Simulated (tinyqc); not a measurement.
Delta-doped layer in the Thomas-Fermi potential: one step. Estimate from a V-shaped well. Five cases, with inputs chosen for the exercise.

Problem. Near z = 0 the well is -depth + e F0 |z|, whose levels are a (c (e F0)^2/m_z)^(1/3) with a = 1.018793 (even) and 2.338107 (odd); c = hbar^2/2m0, m_z = mz.

Constants: hbar^2/2m0 = 3.80998211 eV angstrom^2.

Give: levels 0 and 1.

Case 1.

Values chosen (out of a larger set: near those of a delta-doped layer in Ge; not measured data): m3 = 0.229 m0 (density-of-states mass of a valley); mz = 0.115 m0 (mass along z).

e F0 = 0.003812496 eV/angstrom
depth = 0.057765 eV

Subbands:
```
label  valleys g  m_d (m0)     E (eV)  rms z (angstrom)
0              4  0.323150  -0.013921            39.899
```

Solution.

levels 0 and 1 (eV): 0.0221  0.1255

Level 0 comes out 36 meV too high, since screening flattens the true well away from the plane, and both levels land above the rim at 0.

Case 2.

Values chosen (out of a larger set: near those of a delta-doped layer in Ge; not measured data): m3 = 0.227 m0 (density-of-states mass of a valley); mz = 0.122 m0 (mass along z).

e F0 = 0.01275939 eV/angstrom
depth = 0.151473 eV

Subbands:
```
label  valleys g  m_d (m0)     E (eV)  rms z (angstrom)
0              4  0.309641  -0.046010            22.593
```

Solution.

levels 0 and 1 (eV): 0.0237  0.2506

Level 0 comes out 70 meV too high, since screening flattens the true well away from the plane, and both levels land above the rim at 0.

Case 3.

Values chosen (out of a larger set: near those of a delta-doped layer in GaAs; not measured data): m3 = 0.069 m0 (density-of-states mass of a valley); mz = 0.069 m0 (mass along z).

e F0 = 0.002944049 eV/angstrom
depth = 0.153058 eV

Subbands:
```
label  valleys g  m_d (m0)     E (eV)  rms z (angstrom)
0              1  0.069000  -0.089959            30.232
1              1  0.069000  -0.033157            78.076
2              1  0.069000  -0.014275           137.666
3              1  0.069000  -0.004545           244.929
4              1  0.069000  -0.001201           426.312
```

Solution.

levels 0 and 1 (eV): -0.0734  0.0298

Level 0 comes out 17 meV too high, since screening flattens the true well away from the plane, and level 1 lands above the rim at 0.

Case 4.

Values chosen (out of a larger set: near those of a delta-doped layer in Ge; not measured data): m3 = 0.228 m0 (density-of-states mass of a valley); mz = 0.116 m0 (mass along z).

e F0 = 0.006915336 eV/angstrom
depth = 0.092787 eV

Subbands:
```
label  valleys g  m_d (m0)     E (eV)  rms z (angstrom)
0              4  0.319649  -0.024918            30.445
```

Solution.

levels 0 and 1 (eV): 0.0256  0.1790

Level 0 comes out 51 meV too high, since screening flattens the true well away from the plane, and both levels land above the rim at 0.

Case 5.

Values chosen (out of a larger set: near those of a delta-doped layer in Ge; not measured data): m3 = 0.215 m0 (density-of-states mass of a valley); mz = 0.116 m0 (mass along z).

e F0 = 0.01488840 eV/angstrom
depth = 0.177957 eV

Subbands:
```
label  valleys g  m_d (m0)     E (eV)  rms z (angstrom)
0              4  0.292704  -0.056739            21.177
```

Solution.

levels 0 and 1 (eV): 0.0195  0.2752

Level 0 comes out 76 meV too high, since screening flattens the true well away from the plane, and both levels land above the rim at 0.

Computed by tinyqc, one run a case: `OMP_NUM_THREADS=1 python tinyqc.py N N+1 out.jsonl` with N = 1251658, 1251784, 1252671, 1280163, 1280652; one thread of a shared Intel(R) Xeon(R) Processor @ 2.30GHz, about 0.1 s a run at most.
